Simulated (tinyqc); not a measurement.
From results back to parameters: localisation in a chain with random site energies (transfer matrices). Four cases, with inputs chosen for the exercise.

Problem. In the localised range mean ln T = c - 2N/xi, xi being the localisation length in sites, and site energies spread evenly over a width W give xi = 24 (4t^2 - E^2)/W^2 for weak disorder. The two means come from a hidden xi.

Case 1.

Values chosen: t = 0.65 eV (hopping); E = -0.58 eV (energy); N1 = 54 (first length); N2 = 161 (second length).

mean ln T: N1 -5.02876, N2 -14.49779

Case 2.

Values chosen: t = 1.75 eV (hopping); E = -1.67 eV (energy); N1 = 59 (first length); N2 = 132 (second length).

mean ln T: N1 -3.34094, N2 -7.15295

Case 3.

Values chosen: t = 1.33 eV (hopping); E = -0.51 eV (energy); N1 = 62 (first length); N2 = 258 (second length).

mean ln T: N1 -9.11551, N2 -37.52130

Case 4.

Values chosen: t = 0.95 eV (hopping); E = -0.33 eV (energy); N1 = 52 (first length); N2 = 269 (second length).

mean ln T: N1 -4.18636, N2 -19.36119

Find: xi; W.

Solution. The slope gives xi = 2 (N2 - N1)/(difference of the means), and W = sqrt(24 (4t^2 - E^2)/xi).

Case 1.

xi = 22.6 sites
W = 1.20 eV

Case 2.

xi = 38.3 sites
W = 2.43 eV

Case 3.

xi = 13.8 sites
W = 3.44 eV

Case 4.

xi = 28.6 sites
W = 1.71 eV

Computed by tinyqc, one run a case: `OMP_NUM_THREADS=1 python tinyqc.py N N+1 out.jsonl` with N = 1450075, 1450092, 1450188, 1450299; one thread of a shared Intel(R) Xeon(R) Processor @ 2.30GHz, about 0.09 s a run at most.
